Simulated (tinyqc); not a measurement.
Elastic strain and critical thickness of a cubic alloy layer A(1-x)B(x) on a thick substrate: one step, computed by the program tinyqc. Command: `OMP_NUM_THREADS=1 python tinyqc.py 3003092 3003093 out.jsonl misfit walk`. One thread of a shared host (Intel(R) Xeon(R) Processor @ 2.30GHz), about 0.01 s of CPU time with the checks.

Strain is positive in tension. The layer is coherent with the substrate unless said otherwise.

Question. Biaxial strain, stress and energy. (111): D = 2 (C11 + 2 C12 - 2 C44)/(C11 + 2 C12 + 4 C44), M = 6 C44 (C11 + 2 C12)/(C11 + 2 C12 + 4 C44). The free surface carries no normal stress, so e_perp = -D f; dV/V = 2 f + e_perp; stress = M f; energy per area = M f^2 h (1 GPa nm = 1 J/m^2).

Inputs (values chosen for the exercise, for a model alloy): layer thickness h = 51 nm.

Growth plane: (111).

elastic constants (GPa): C11 96.0880, C12 51.8493, C44 42.9019

misfit f = -0.008197927

Give: ratio D; normal strain e_perp; volume strain dV/V; biaxial modulus M; in-plane stress; strain energy per area.

Answer.

ratio D = 0.6138

normal strain e_perp = 0.005032

volume strain dV/V = -0.01136

biaxial modulus M = 138.5 GPa

in-plane stress = -1.135 GPa

strain energy per area = 0.4746 J/m^2
